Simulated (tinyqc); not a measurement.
Stacked nanosheet transistor, parasitic resistance, capacitance and delay: two steps of the calculation.

Ns sheets share one contact on top; each has perimeter p = 2 (Ws + ts) and cross-section A = Ws ts; contact width Wc = Ws + 10 nm, stack height Hs = Ns pv. Sheet 1 is the top one. Contact length Lc = CPP - Lg - 2 Lsp, shared by two neighbouring gates. Source and drain sides are equal. The formulas are first-order estimates, not field solutions.

Values chosen for this exercise; values close to those of silicon logic devices:

| symbol | value | unit | meaning |
|---|---|---|---|
| T | 300 | K | temperature |
| Ns | 3 |  | number of sheets |
| Ws | 20 | nm | sheet width |
| ts | 6 | nm | sheet thickness |
| pv | 14 | nm | vertical pitch of the sheets |
| rv | 234 | ohm | vertical resistance between sheet levels |
| Lg | 14 | nm | gate length |
| Lsp | 4 | nm | spacer length |
| ks | 7 |  | relative permittivity of the spacer |
| Hc | 20 | nm | gate height above the channel stack |
| Lov | 0.5 | nm | gate overlap |
| Cinv | 2.2 | uF/cm^2 | inversion capacitance |
| vx | 1e7 | cm/s | injection velocity |
| mu | 280 | cm^2/(V s) | apparent mobility |
| VT | 0.21 | V | threshold at zero drain voltage |
| dl | 0.065 | V/V | barrier lowering |
| n | 1.18 |  | subthreshold factor |
| Cw | 0.25 | fF | wire load |
| Vdd | 0.6 | V | supply voltage |

Constants: q = 1.602176634e-19 C, kB = 1.380649e-23 J/K, eps0 = 8.8541878128e-12 F/m, Vt = kB T/q. Results are converted to the units shown.

Task 1. Capacitances. With N sheets: gate Cg = Cinv p N Lg; per side, plate Cp = ks eps0 [Wc (Hs + Hc) - N A]/Lsp, top fringe Cf = (2/pi) ks eps0 Wc ln(1 + Lg/(2 Lsp)), overlap Co = Cinv p N Lov. Cs = Cp + Cf + Co. An inverter of two such devices driving an equal one has the load CL = 2 (Cg + 2 Cs) + 4 Cs + Cw (its own drains counted twice for the Miller effect).

Give: Cg; Cp; Cf; Co; CL.

Result 1.

Cg = 48.05 aF
Cp = 23.24 aF
Cf = 1.197 aF
Co = 1.716 aF
CL = 555.3 aF

The channel capacitance gives 17.3 % of CL, the parasitic parts 37.7 % and the wire 45.0 %.

Task 2. Sheet currents at Vgs = Vdd, Vds = Vdd/2. One sheet: I = p Q vx u/(1 + |u|^1.8)^(1/1.8), Q = Cinv n Vt ln(1 + exp((Vg' - VT + dl Vd')/(n Vt))), u = Vd' mu/(vx Lg), Vg' = Vgs - v, Vd' = Vds - 2 v, with the drop on each side v_j = Rc sum I + rv (sum over levels k = 2..j of the current of sheets k..Ns) + Rx I_j. I(new) = I(out).

I after iteration 1 (uA): sheet 1 45.843231, sheet 2 45.843231, sheet 3 45.843231
Rc = 330.43077 ohm
Rx = 226.66667 ohm

Give: drop v; I(out); I after iteration 2.

Result 2.

drop v (mV): sheet 1 55.84, sheet 2 77.29, sheet 3 88.02
I(out) (uA): sheet 1 37.74, sheet 2 34.16, sheet 3 32.13
I after iteration 2 (uA): sheet 1 37.74, sheet 2 34.16, sheet 3 32.13

Numbers from tinyqc (`OMP_NUM_THREADS=1 python tinyqc.py 2170093 2170094 out.jsonl`; about 0.06 s on one thread of a shared Intel Xeon 2.30GHz).
